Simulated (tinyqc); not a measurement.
Inside a calculation. Method: empirical pseudopotential in a few plane waves. One step of it, computed by the program tinyqc.

Problem. Levels at G. Diagonalise the Hermitian matrix.

H(k) at G (eV):
```
           +0+0+0     -1-1-1     -1-1+1     -1+1-1     -1+1+1     +1-1-1     +1-1+1     +1+1-1
+0+0+0   0.000000   1.866411  -1.866411  -1.866411  -1.866411  -1.866411  -1.866411  -1.866411
-1-1-1   1.866411  14.492240   0.000000   0.000000  -0.789130   0.000000  -0.789130  -0.789130
-1-1+1  -1.866411   0.000000  14.492240   0.789130   0.000000   0.789130   0.000000   0.000000
-1+1-1  -1.866411   0.000000   0.789130  14.492240   0.000000   0.789130   0.000000   0.000000
-1+1+1  -1.866411  -0.789130   0.000000   0.000000  14.492240   0.000000   0.789130   0.789130
+1-1-1  -1.866411   0.000000   0.789130   0.789130   0.000000  14.492240   0.000000   0.000000
+1-1+1  -1.866411  -0.789130   0.000000   0.000000   0.789130   0.000000  14.492240   0.789130
+1+1-1  -1.866411  -0.789130   0.000000   0.000000   0.789130   0.000000   0.789130  14.492240
+1+1+1   1.866411   0.000000  -0.789130  -0.789130   0.000000  -0.789130   0.000000   0.000000
-2+0+0   0.000000  -1.866411  -1.866411  -1.866411   1.866411   0.683068  -0.683068  -0.683068
+0-2+0   0.000000  -1.866411  -1.866411   0.683068  -0.683068  -1.866411   1.866411  -0.683068
+0+0-2   0.000000  -1.866411   0.683068  -1.866411  -0.683068  -1.866411  -0.683068   1.866411
+0+0+2   0.000000  -0.683068   1.866411  -0.683068  -1.866411  -0.683068  -1.866411   0.683068
+0+2+0   0.000000  -0.683068  -0.683068   1.866411  -1.866411  -0.683068   0.683068  -1.866411
+2+0+0   0.000000  -0.683068  -0.683068  -0.683068   0.683068   1.866411  -1.866411  -1.866411

           +1+1+1     -2+0+0     +0-2+0     +0+0-2     +0+0+2     +0+2+0     +2+0+0
+0+0+0   1.866411   0.000000   0.000000   0.000000   0.000000   0.000000   0.000000
-1-1-1   0.000000  -1.866411  -1.866411  -1.866411  -0.683068  -0.683068  -0.683068
-1-1+1  -0.789130  -1.866411  -1.866411   0.683068   1.866411  -0.683068  -0.683068
-1+1-1  -0.789130  -1.866411   0.683068  -1.866411  -0.683068   1.866411  -0.683068
-1+1+1   0.000000   1.866411  -0.683068  -0.683068  -1.866411  -1.866411   0.683068
+1-1-1  -0.789130   0.683068  -1.866411  -1.866411  -0.683068  -0.683068   1.866411
+1-1+1   0.000000  -0.683068   1.866411  -0.683068  -1.866411   0.683068  -1.866411
+1+1-1   0.000000  -0.683068  -0.683068   1.866411   0.683068  -1.866411  -1.866411
+1+1+1  14.492240  -0.683068  -0.683068  -0.683068  -1.866411  -1.866411  -1.866411
-2+0+0  -0.683068  19.322987   0.789130   0.789130  -0.789130  -0.789130   0.000000
+0-2+0  -0.683068   0.789130  19.322987   0.789130  -0.789130   0.000000  -0.789130
+0+0-2  -0.683068   0.789130   0.789130  19.322987   0.000000  -0.789130  -0.789130
+0+0+2  -1.866411  -0.789130  -0.789130   0.000000  19.322987   0.789130   0.789130
+0+2+0  -1.866411  -0.789130   0.000000  -0.789130   0.789130  19.322987   0.789130
+2+0+0  -1.866411   0.000000  -0.789130  -0.789130   0.789130   0.789130  19.322987
```

Give: eigenvalues.

Solution.

eigenvalues (eV): -1.517  10.691  10.691  10.691  13.703  13.703  13.703  14.700  17.745  17.745  18.376  22.335  22.335  22.335  24.639
